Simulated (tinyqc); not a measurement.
Random telegraph noise from one oxide trap in a small MOSFET: two steps of the calculation.

An acceptor-like trap exchanges electrons with the channel. Inversion charge Q = Cox u, u = n Vt W0(exp((Vg - VT)/(n Vt))), W0 the Lambert function, n = nf, Cox = eps0 eox/tox; linear regime Id = (W/L) mu Q Vd. Relative to threshold the surface potential rises by Vt ln(u/u0) and the oxide voltage by the rest of Vg - VT, with u0 = n Vt W0(1).

Parameters, values chosen for the exercise; values of the order met in silicon transistors:
```
symbol,value,unit,meaning
T,250,K,temperature
eox,24.9,,relative permittivity of the gate insulator (close to zirconium oxide)
tox,5.7,nm,insulator thickness
xt,1.3,nm,depth of the trap from the channel interface
nf,1.24,,body factor
W,300,nm,gate width
L,140,nm,gate length
mu,220,cm^2/(V s),mobility
asc,0,V s,scattering coefficient of the charged trap
Vd,0.02,V,drain voltage
```

Constants: q = 1.602176634e-19 C, kB = 1.380649e-23 J/K, Vt = kB T/q, eps0 = 8.8541878128e-14 F/cm where lengths are in cm. Results are converted to the units shown.

Problem 1. Step height. A = W L; threshold step dV = q (1 - xt/tox)/(Cox A); gm/Id = 1/(u + n Vt); relative step dI/I = (gm/Id) dV + asc mu/A. Id as defined.

u = 0.0035929800 V
N = 8.6739643e10 cm^-2

Find: electrons in the channel N A; dV; gm/Id; number part of dI/I; dI/I; Id; dI.

Solution 1.

electrons in the channel N A = 36.431
dV = 0.076132 mV
gm/Id = 32.996 1/V
number part of dI/I = 0.25120 %
dI/I = 0.25120 %
Id = 0.13103 uA
dI = 0.32916 nA

Problem 2. Lorentzian spectrum. Spectrum S(f) = 4 dI^2/{(tc + te)[(1/tc + 1/te)^2 + (2 pi f)^2]}; corner fc = (1/tc + 1/te)/(2 pi); variance dI^2 tc te/(tc + te)^2. Give S at f = 0, at fc and at 10 fc.

tc = 2.3760898 s
te = 2.9505826 s
dI = 0.32915525 nA

Wanted: fc; S(0); S(fc); S(10 fc); rms current.

Solution 2.

fc = 0.12092 Hz
S(0) = 1.4094e-19 A^2/Hz
S(fc) = 7.0470e-20 A^2/Hz
S(10 fc) = 1.3954e-21 A^2/Hz
rms current = 0.16362 nA

The rms value is 0.497 of the step; it reaches its largest share, 1/2, when tc = te.

Range of the model: VT is taken as given; short-channel effects and the uneven flow of current among few electrons are left out.

Program tinyqc, `OMP_NUM_THREADS=1 python tinyqc.py 2710001 2710002 out.jsonl`; Intel Xeon 2.30GHz, shared host, one thread, about 0.01 s.
